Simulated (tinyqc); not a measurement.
Inside a calculation. Method: Hueckel theory of the pi electrons, for the molecule c1ccc2cnccc2c1 (SMILES; centres numbered as the heavy atoms are written). Computed by tinyqc, a small Python program that keeps every step. Settings: charge = 0. Command: `OMP_NUM_THREADS=1 python tinyqc.py 27777 27778 out.jsonl` (the two numbers bound the seeds that draw the settings). One thread of a shared host (Intel(R) Xeon(R) Processor @ 2.60GHz), about 0.01 s of CPU time with the checks.

## The Hueckel matrix

Centres:
```
centre,"z_r, pi electrons of the neutral centre",h
1C,1,0.000000
2C,1,0.000000
3C,1,0.000000
4C,1,0.000000
5C,1,0.000000
6N,1,0.500000
7C,1,0.000000
8C,1,0.000000
9C,1,0.000000
10C,1,0.000000
```

Bonds:
```
i,j,k
1,2,1
2,3,1
3,4,1
4,5,1
5,6,1
6,7,1.000000
7,8,1
8,9,1
9,10,1
10,1,1
9,4,1
```

H_rr = alpha + h_r beta, H_rs = k_rs beta for bonded centres.

Hueckel matrix in units of beta (H = alpha + beta A), lower triangle:
```
,1C,2C,3C,4C,5C,6N,7C,8C,9C,10C
1C,0.000000
2C,1.000000,0.000000
3C,0.000000,1.000000,0.000000
4C,0.000000,0.000000,1.000000,0.000000
5C,0.000000,0.000000,0.000000,1.000000,0.000000
6N,0.000000,0.000000,0.000000,0.000000,1.000000,0.500000
7C,0.000000,0.000000,0.000000,0.000000,0.000000,1.000000,0.000000
8C,0.000000,0.000000,0.000000,0.000000,0.000000,0.000000,1.000000,0.000000
9C,0.000000,0.000000,0.000000,1.000000,0.000000,0.000000,0.000000,1.000000,0.000000
10C,1.000000,0.000000,0.000000,0.000000,0.000000,0.000000,0.000000,0.000000,1.000000,0.000000
```

## Orbitals

pi electrons, sum of z_r less the charge = 10

Diagonalise; E = alpha + x beta with beta < 0, so the largest x are filled first; degenerate levels share their electrons. P = sum n_i c_ri c_si; each orbital has its largest coefficient positive (the first on a tie).

x values: 2.340326  1.733481  1.319112  1.077692  0.646058  -0.575945  -0.920082  -1.289529  -1.548687  -2.282426

occupations: 2.000000  2.000000  2.000000  2.000000  2.000000  0.000000  0.000000  0.000000  0.000000  0.000000

coefficients:
```
,MO1,MO2,MO3,MO4,MO5,MO6,MO7,MO8,MO9,MO10
1C,0.205539,-0.391293,0.066668,0.492220,0.223359,0.304521,0.308666,-0.256600,-0.440907,0.244498
2C,0.207012,-0.376419,-0.260859,0.397888,-0.298538,0.212544,-0.413566,-0.098220,0.463442,-0.243579
3C,0.278937,-0.261222,-0.410771,-0.063419,-0.416232,-0.426935,0.071849,0.383258,-0.276820,0.311453
4C,0.445792,-0.076405,-0.280993,-0.466234,0.029628,0.033347,0.347459,-0.396002,-0.034735,-0.467289
5C,0.328614,0.260786,-0.353331,-0.089692,0.372631,0.488823,0.036340,0.424151,0.229464,0.281843
6N,0.323271,0.528472,-0.185091,0.369575,0.211113,-0.314883,-0.380895,-0.150954,-0.320634,-0.175996
7C,0.266311,0.391074,0.201721,0.303192,-0.341796,-0.150026,0.504562,-0.154015,0.427414,0.207854
8C,0.299983,0.149448,0.451184,-0.042827,-0.431934,0.401290,-0.083344,0.349561,-0.341297,-0.298415
9C,0.435747,-0.132010,0.393441,-0.349346,0.062742,-0.081094,-0.427879,-0.296754,0.101148,0.473257
10C,0.274016,-0.301880,0.348802,0.132574,0.442841,-0.387931,0.129568,0.429113,0.219385,-0.314470
```

charge and bond-order matrix P, lower triangle:
```
,1C,2C,3C,4C,5C,6N,7C,8C,9C,10C
1C,0.983941
2C,0.603231,1.000065
3C,0.015952,0.724506,0.984093
4C,-0.240163,-0.000020,0.553933,1.003555
5C,-0.037948,-0.169799,0.038530,0.557419,0.895476
6N,0.152768,0.000602,-0.166313,-0.020620,0.709936,1.198401
7C,-0.023890,0.155953,0.024608,-0.238656,-0.072664,0.590640,0.946605
8C,-0.168594,0.000116,0.083610,0.005405,-0.357952,-0.029140,0.727992,1.008585
9C,0.019012,-0.240936,-0.019087,0.517042,0.048928,-0.235170,0.032840,0.552727,0.976155
10C,0.723732,-0.000171,-0.361438,-0.002964,0.082405,0.013944,-0.171779,-0.004994,0.555912,1.003125
```

## Energy, charges, bond orders

E = sum n x; q_r = z_r - P_rr; bond order p = P_rs; free valence = sqrt(3) - sum of p over the bonds of the atom.

pi energy = 10 alpha + this times beta = 14.233339

pi charges: 1C 0.016059, 2C -0.000065, 3C 0.015907, 4C -0.003555, 5C 0.104524, 6N -0.198401, 7C 0.053395, 8C -0.008585, 9C 0.023845, 10C -0.003125

Bond orders and lengths from R = 1.517 - 0.180 p (angstrom, C-C alone):
```
bond,p,R
1-2,0.603231,1.408418
2-3,0.724506,1.386589
3-4,0.553933,1.417292
4-5,0.557419,1.416665
5-6,0.709936,-
6-7,0.590640,-
7-8,0.727992,1.385961
8-9,0.552727,1.417509
9-10,0.555912,1.416936
10-1,0.723732,1.386728
9-4,0.517042,1.423932
```

free valence of the carbons: 1C 0.405088, 2C 0.404314, 3C 0.453612, 4C 0.103658, 5C 0.464696, 7C 0.413419, 8C 0.451332, 9C 0.106370, 10C 0.452407

gap between the highest filled and the next level = 1.222003 |beta|
